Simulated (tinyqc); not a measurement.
# MOS structure on a p-type body, non-linear Poisson equation by Newton steps: what changes with what

One dimension, insulator interface at x = 0, acceptor density Na, uniform, net doping C = -(acceptor density). psi is counted from the intrinsic level: n = ni exp((psi - Vb)/Vt), p = ni exp(-psi/Vt); deep in the body psi_b = -Vt ln(Na/ni). The gate acts through Cox = eps0 eox/tox and has the potential psi_G = Vg - (phiM - chi - Vt ln(Nc/ni)). Boltzmann statistics, full ionisation, classical densities, no oxide or interface charge.

Values chosen for this exercise; band and dielectric values close to those of silicon: temperature T = 300 K; band gap Eg = 1.1 eV; relative permittivity eps_r = 11.6; conduction-band density of states at T Nc = 2.82e19 cm^-3; valence-band density of states at T Nv = 2.61e19 cm^-3; electron affinity chi = 4.06 eV; acceptor density deep in the body Na = 4e16 cm^-3; relative permittivity of the gate insulator (close to silicon dioxide) eox = 3.9; insulator thickness tox = 7.7 nm; gate work function phiM = 4.19 eV; electron quasi-Fermi potential against the body Vb = 0 V.

Constants: q = 1.602176634e-19 C, kB = 1.380649e-23 J/K, Vt = kB T/q, eps0 = 8.8541878128e-14 F/cm where lengths are in cm. Results are converted to the units shown.

Each table varies one quantity; the others keep the values above.

## Charge and capacitance against gate voltage

ni = sqrt(Nc Nv) exp(-Eg/(2 Vt)), Eg in volts. The Poisson equation d/dx(eps0 eps_r dpsi/dx) = -q (p - n + C), with eps0 eps_r dpsi/dx = -Cox (psi_G - psi_0) at x = 0, is solved on a mesh of about 600 nodes or more. N_inv is the integral of n less its value deep in the body. C_LF = Cox (1 - dpsi_0/dVg) with all carriers following; C_HF is the same with the electron quasi-Fermi level shifting uniformly so that N_inv stays fixed. The centroid is that of the same excess.

Charge and capacitance against gate voltage:

| Vg (V) | psi_0 - psi_b (V) | N_inv (cm^-2) | C_LF/Cox | C_HF/Cox | centroid (nm) |
|---|---|---|---|---|---|
| -0.13 | 0.497 | 4.71e5 | 0.157 | 0.157 | 3.59 |
| 0.01 | 0.616 | 4.18e7 | 0.143 | 0.143 | 3.16 |
| 0.14 | 0.727 | 2.82e9 | 0.160 | 0.133 | 2.87 |
| 0.28 | 0.821 | 9.40e10 | 0.569 | 0.126 | 2.60 |
| 0.41 | 0.859 | 3.40e11 | 0.797 | 0.124 | 2.34 |
| 0.55 | 0.881 | 6.64e11 | 0.873 | 0.124 | 2.10 |
| 0.68 | 0.896 | 9.86e11 | 0.905 | 0.124 | 1.93 |
| 0.82 | 0.907 | 1.34e12 | 0.925 | 0.124 | 1.77 |
| 0.95 | 0.916 | 1.68e12 | 0.937 | 0.124 | 1.65 |
| 1.09 | 0.925 | 2.05e12 | 0.946 | 0.124 | 1.54 |

What does the comparison show?

N_inv goes from 4.71e5 to 2.05e12 cm^-2 and passes 2e11 cm^-2 at Vg = 0.342 V. Below threshold it takes 71.1 mV a decade between Vg = 0.01 and 0.14 V, against Vt ln 10 = 59.5 mV. C_LF/Cox is lowest, 0.143, at Vg = 0.01 V among the rows listed and ends at 0.946, while C_HF/Cox ends at 0.124. Between the last two rows q dN_inv/dVg is 0.940 Cox. Where the classical centroid is under about 2 nm, confinement would move the charge away from the interface and raise the threshold. Above about 2e12 cm^-2 degeneracy matters too.

## Effect of the electron quasi-Fermi potential against the body on threshold, swing and body effect

VT is the Vg at which N_inv = 2e11 cm^-2. m = 1/(dpsi_0/dVg) at N_inv = 1e8 cm^-2; the swing is the Vg between N_inv = 1e8 and 1e9 cm^-2; body coefficient [VT(Vb + 0.05 V) - VT(Vb)]/0.05 V - 1.

Effect of the electron quasi-Fermi potential against the body on threshold, swing and body effect:

| Vb (V) | VT (V) | psi_0 - psi_b at VT (V) | m - 1 | swing (mV/decade) | body coefficient |
|---|---|---|---|---|---|
| 0 | 0.342 | 0.843 | 0.165 | 70.8 | 0.157 |
| 0.3 | 0.686 | 1.15 | 0.135 | 68.6 | 0.132 |
| 0.6 | 1.02 | 1.45 | 0.117 | 67.4 | 0.116 |
| 0.9 | 1.36 | 1.75 | 0.105 | 66.5 | 0.104 |
| 1.2 | 1.69 | 2.05 | 0.0960 | 65.9 | 0.0959 |
| 1.5 | 2.01 | 2.36 | 0.0890 | 65.4 | 0.0891 |
| 1.8 | 2.34 | 2.66 | 0.0834 | 65.1 | 0.0835 |

What does the table show?

As Vb goes from 0 to 1.8, VT rises from 0.342 to 2.34 V, the swing falls from 70.8 to 65.1 mV/decade and the body coefficient falls from 0.157 to 0.0835. The swing stays within 2.2 % of m Vt ln 10, and the body coefficient within 0.0080 of m - 1.

tinyqc, about 0.4 s, one thread, Intel Xeon 2.30GHz (shared host): `OMP_NUM_THREADS=1 python tinyqc.py 2080120 2080121 out.jsonl`
